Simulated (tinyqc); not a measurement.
Born-von Karman spring model of a cubic crystal with one atom per cell. Changing the atomic mass M. Computed by tinyqc, a small Python program. Command: `OMP_NUM_THREADS=1 python tinyqc.py 3007419 3007420 out.jsonl springs sweep`. One thread of a shared host (Intel(R) Xeon(R) Processor @ 2.30GHz), about 0.2 s of CPU time with the checks.

First neighbours lie at a/2 (1,1,1) (8 of them), second at a (1,0,0) (6), with all permutations and signs; the volume per atom is Omega = a^3/2.

Inputs (values chosen for the exercise, for a model crystal): lattice constant a = 4.54 angstrom; radial spring k1L = 0.604 eV/angstrom^2; transverse spring k1T = -0.025 eV/angstrom^2; radial spring k2L = 0.35 eV/angstrom^2; transverse spring k2T = -0.0014 eV/angstrom^2; mesh divisions n = 10; temperature T = 600 K.

Lattice: bcc.

Constants: 1 eV/angstrom^3 = 160.2176634 GPa; u = 1.6605390666e-27 kg; nu for 1 eV/(angstrom^2 u) = 15.6333042 THz; h x 1 THz = 4.135667696 meV; k_B = 8.617333262e-05 eV/K; hbar^2/u = 4.18015928e-03 eV angstrom^2; hbar = 1.054571817e-34 J s; k_B = 1.380649e-23 J/K.

Method:
- [ij,kl] = (1/(2 Omega)) sum_R K_ij R_k R_l; C11 = [xx,xx], C44 = [xx,yy], C12 = 2 [xy,xy] - C44; B = (C11 + 2 C12)/3; Zener ratio A = 2 C44/(C11 - C12). K(R) = kL n n^T + kT (1 - n n^T).
- rho = M/Omega and v = sqrt(C/rho), with C = C11, C44, C44 along [100]; (C11 + C12 + 2 C44)/2, C44, (C11 - C12)/2 along [110]; (C11 + 2 C12 + 4 C44)/3 and twice (C11 - C12 + C44)/3 along [111].
- A neighbour at R with unit vector n couples by the matrix K(R) = kL n n^T + kT (1 - n n^T), and D(q) = (1/M) sum_R K(R) [1 - cos(q.R)].
- An eigenvalue lambda of D in eV/(angstrom^2 u) gives nu = 15.6333042 THz x sqrt(lambda).
- Mesh: q = sum_i (m_i + 1/2)/n b_i, m_i = 0..n-1, with b = [[0, 1, 1], [1, 0, 1], [1, 1, 0]] in 2 pi/a; sums are averages over the n^3 points, per atom.
- With x = h nu/(k_B T) and n = 1/(exp(x) - 1) for each mode: F = k_B T [x/2 + ln(1 - exp(-x))], U = k_B T x (n + 1/2), S/k_B = x n - ln(1 - exp(-x)), C/k_B = x^2 n (n + 1).
- <u_x^2> = (1/3) sum over modes of hbar^2/(2 M h nu) coth(x/2); zero-point energy = sum h nu/2. <u_x^2> converges slowly with the mesh, from below, with an error of order 1/n.
- Christoffel matrix G_xx = C11 n_x^2 + C44 (1 - n_x^2), G_xy = (C12 + C44) n_x n_y, with eigenvalues rho v^2; v_m^-3 is the mean of v^-3 over three branches and all directions (12 Gauss-Legendre points in cos(theta) times 24 angles phi = (j + 1/2) pi/12); q_D = (6 pi^2/Omega)^(1/3); Theta = hbar v_m q_D/k_B.

One run for each value; columns: (1) atomic mass M (u); (2) elastic Debye temperature (K); (3) <u_x^2> (angstrom^2); (4) entropy S (k_B/atom); (5) zero-point energy (meV/atom); (6) C11 (GPa):
```
(1)     (2)       (3)     (4)     (5)     (6)
26   330.74  0.037460   6.315  27.016  37.737
39   270.05  0.037374   6.918  22.059  37.737
58   221.44  0.037318   7.509  18.088  37.737
86   181.86  0.037280   8.098  14.855  37.737
130  147.91  0.037253   8.716  12.082  37.737
190  122.35  0.037237   9.284   9.994  37.737
280  100.79  0.037226   9.865   8.233  37.737
420   82.29  0.037218  10.473   6.722  37.737
```

Over the rows, elastic Debye temperature (K) falls from 331 to 82.3 (exponent d ln y / d ln x about -0.50 throughout); <u_x^2> (angstrom^2) falls from 0.03746 to 0.03722 (exponent d ln y / d ln x -0.0057 between the first rows and -5.3e-4 between the last); entropy S (k_B/atom) rises from 6.31 to 10.5 (exponent d ln y / d ln x 0.22 between the first rows and 0.15 between the last). The exponent of elastic Debye temperature stays at -0.50: frequencies scale as M^(-1/2). The exponent of <u_x^2> stays at 0: classical displacements do not depend on the mass. The exponent of zero-point energy stays at -0.50: frequencies scale as M^(-1/2). The mass rescales all frequencies, so a heavier crystal at T acts as a lighter one at higher T: S grows, and <u_x^2> tends to the classical k_B T over a spring constant, which holds no mass. Elastic constants are static.
